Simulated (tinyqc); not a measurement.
Power transistor in saturation, electro-thermal loop: one step of the calculation.

One temperature T for the device, T = T0 + Rth P(T), with P(T) = V I0 (T/300 K)^(-al) [1 + kv (T - 300 K)/Vov]^2. The loop gain is Rth dP/dT; a solution is thermally stable when it is below one.

Task. Temperature by Newton steps. P(T) = V I0 (T/300 K)^(-al) [1 + kv (T - 300 K)/Vov]^2; P'(T) = P [-al/T + 2 kv/(Vov + kv (T - 300 K))]; G = Rth P'; T(new) = T + (T0 + Rth P - T)/(1 - G).

Parameters, values chosen for the exercise: ambient temperature T0 = 360 K; drain voltage V = 12 V; saturation current at 300 K I0 = 1.3 A; exponent of the mobility al = 1; overdrive at 300 K Vov = 2.1 V; fall of the threshold with temperature kv = 3.4 mV/K; thermal resistance Rth = 12 K/W.

T after iteration 1 = 554.10881 K

Wanted: P; G; T after iteration 2.

Result.

P = 16.83 W
G = 0.09884
T after iteration 2 = 562.8 K

Computed by the program tinyqc: `OMP_NUM_THREADS=1 python tinyqc.py 2520142 2520143 out.jsonl`, one thread of a shared Intel Xeon 2.30GHz, about 0.01 s for the whole run.
